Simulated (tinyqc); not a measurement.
# Changing the spin S

Model: Heisenberg magnet: exchange from energy differences, ordering vector, linear spin waves and ordering temperature. Computed by tinyqc, a small Python program. Command: `OMP_NUM_THREADS=1 python tinyqc.py 3013339 3013340 out.jsonl magnon sweep`. One thread of a shared host (Intel(R) Xeon(R) Processor @ 2.30GHz), about 0.8 s of CPU time with the checks.

H = -sum over pairs <ij> J_ij S_i.S_j - K sum_i (S_i^z)^2, each pair once, J > 0 ferromagnetic. First neighbours: 12 at a (0.5, 0.5, 0), second: 6 at a (1, 0, 0), with all permutations and signs.

Inputs (values chosen for the exercise, for a model magnet):
```
quantity                 value      unit
exchange J1               1.64       meV
exchange J2               0.57       meV
single-ion anisotropy K  0.041       meV
lattice constant a        3.37  angstrom
mesh divisions n            20         -
temperature T               20         K
```

Lattice: fcc. Order: ferromagnetic.

Constants: k_B = 8.617333262e-05 eV/K.

Method:
- g_s(q) = sum over shell s of cos(q.R), z1 = g1(0). E(q) = S [J(0) - J(q)] + (2S - 1) K, J(q) = J1 g1 + J2 g2. The factor 2S - 1 removes the anisotropy for S = 1/2.
- sum R_x^2 over the shells is s1 = 2 a^2 and s2 = 2 a^2. E = gap + D q^2 with D = (S/2)(J1 s1 + J2 s2) and gap = (2S - 1) K.
- J(q) = J1 g1(q) + J2 g2(q), g_s(q) = sum over shell s of cos(q.R).
- Mesh: q = sum_i (m_i + 1/2)/n b_i, m_i = 0..n-1, b = [[-1, 1, 1], [1, -1, 1], [1, 1, -1]] in 2 pi/a; <..> is the mean over the mesh.
- n = 1/(exp(E/(k_B T)) - 1); no zero-point loss; thermal loss <n>; moment = S less the losses.
- K left out. Mean field: k_B T = S (S + 1) J(Q)/3 at the ordering vector Q; random-phase (Tyablikov): k_B T = [S (S + 1)/3] / <1/(J(Q) - J(q))>; Curie-Weiss theta = S (S + 1) J(0)/(3 k_B).

One run for each value:
```
spin S  mean-field ordering temperature (K)  stiffness D (meV angstrom^2)  zero-point loss  moment <S^z>
0.5                                    67.0                        12.549                0        0.4701
1.0                                   178.7                        25.099                0        0.9915
2.0                                   536.1                        50.197                0        1.9976
2.5                                   781.9                        62.747                0        2.4984
3.0                                  1072.3                        75.296                0        2.9988
3.5                                  1407.3                        87.846                0        3.4991
```

Give the missing row, spin S = 1.5.

Computed row:
```
spin S  mean-field ordering temperature (K)  stiffness D (meV angstrom^2)  zero-point loss  moment <S^z>
1.5                                   335.1                        37.648                0        1.4959
```

Interpolating between the two neighbouring rows (the first column on a logarithmic scale, the others too where they are positive) misses most in mean-field ordering temperature (K), by 1.4 %. Over the rows, mean-field ordering temperature (K) rises from 67.0 to 1410 (exponent d ln y / d ln x 1.4 between the first rows and 1.8 between the last); stiffness D (meV angstrom^2) rises from 12.5 to 87.8 (exponent d ln y / d ln x about 1.0 throughout); zero-point loss does not change. The exponent of stiffness D stays at 1: linear spin waves scale with S. The mean-field temperature goes as S (S + 1) and the spin-wave scale as S.

Caution (rows 0.500, 3.50): doubling the mesh changes the thermal sum by more than 3 %, so it is not fully converged.
